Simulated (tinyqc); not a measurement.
Vacuum evaporation: vapour pressure, source flux, thickness distribution, purity and step coverage: one step, computed by the program tinyqc. Command: `OMP_NUM_THREADS=1 python tinyqc.py 3113203 3113204 out.jsonl evap walk`. One thread of a shared host (Intel(R) Xeon(R) Processor @ 2.30GHz), about 0.01 s of CPU time with the checks.

Molecular flow, unit sticking of the metal, no re-evaporation. The background gas is taken as water vapour (18.015 g/mol, collision diameter 0.37 nm) at 300 K.

Question. Scattering and purity. Mean free path lambda = k_B T_g/(sqrt2 pi d^2 p); unscattered share exp(-h/lambda); gas arrival p/sqrt(2 pi m_g k_B T_g); impurity ratio = sticking x gas arrival/metal arrival; monolayer time = 1e15 cm^-2/(sticking x gas arrival).

Inputs (values chosen for the exercise, modelled on germanium, with constants for the liquid):
```
quantity,value,unit
source temperature T,1700,K
source-to-wafer distance h,16,cm
background pressure p,1e-05,Pa
sticking of background gas,0.5,-
```

arrival rate at the centre = 1.049288e+16 1/(cm^2 s)

Constants: k_B = 1.380649e-23 J/K; u = 1.6605390666e-27 kg.

Give: mean free path; unscattered share; gas arrival rate; impurity ratio; monolayer time.

Answer.

mean free path = 681.0 m

unscattered share = 0.9998

gas arrival rate = 3.584e+13 1/(cm^2 s)

impurity ratio = 0.001708

monolayer time = 55.80 s
